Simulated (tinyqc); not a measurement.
Surface photovoltage measurement of the minority-carrier diffusion length in a wafer: one step, computed by the program tinyqc. Command: `OMP_NUM_THREADS=1 python tinyqc.py 3130133 3130134 out.jsonl spv walk`. One thread of a shared host (Intel(R) Xeon(R) Processor @ 2.30GHz), about 0.01 s of CPU time with the checks.

Low injection, steady light, a depletion layer much thinner than 1/alpha and L. The excess density dn is taken at the front edge of the neutral region; light that reaches the back is lost.

Question. The linear plot. alpha = (84.732/lambda - 76.417)^2 per cm with lambda in micrometre (an empirical fit for silicon between 0.7 and 1.05 micrometre). Thick wafer: dn = Phi L/((S_f + D/L)(L + 1/alpha)). Finite wafer, with s = S_b L/D, w = W/L, a = alpha L: dn = [Phi a/(a^2 - 1)] [a - B - exp(-alpha W)(a - s)/(cosh w + s sinh w)]/(S_f + B D/L), B = (sinh w + s cosh w)/(cosh w + s sinh w). Readings y = (Phi/dn) (1 + noise x g) at 780, 830, 880, 920, 950, 975 and 995 nm; a least-squares line y = c (1/alpha + L_app) gives L_app = intercept/slope.

Inputs (values chosen for the exercise, modelled on p-type silicon at room temperature): diffusion length L = 40 micrometre; wafer thickness W = 525 micrometre; diffusivity D = 24.6 cm^2/s; front recombination velocity S_f = 140 cm/s; back recombination velocity S_b = 840000 cm/s; photon flux entering = 1.9e+13 1/(cm^2 s); relative noise of each reading = 1 %.

normal deviates g for the noise: [-0.82, -0.18, -0.35, 0.28, -0.53, -0.12, 0.27]

Give: the table «Readings» with the columns 1/alpha (micrometre), y (cm/s), line (cm/s), for lambda (nm) = 780, 830, 880, 920, 950, 975, 995; slope; apparent length L_app; error of L_app (rounded to 0.001).

Answer.

Readings:
```
lambda (nm)  1/alpha (micrometre)  y (cm/s)  line (cm/s)
780                          9.64      7741         7759
830                         15.18      8661         8634
880                         25.33     10237        10237
920                         40.66     12719        12658
950                         61.28     15842        15915
975                         90.92     20562        20595
995                        130.89     26945        26908
```

slope = 157.93 cm/(s micrometre)

apparent length L_app = 39.494 micrometre

error of L_app (rounded to 0.001) = -1.265 %

At W/L = 13.1 the finite thickness shifts L_app by less than 0.05 %. S_f scales all readings alike and leaves L_app unchanged.
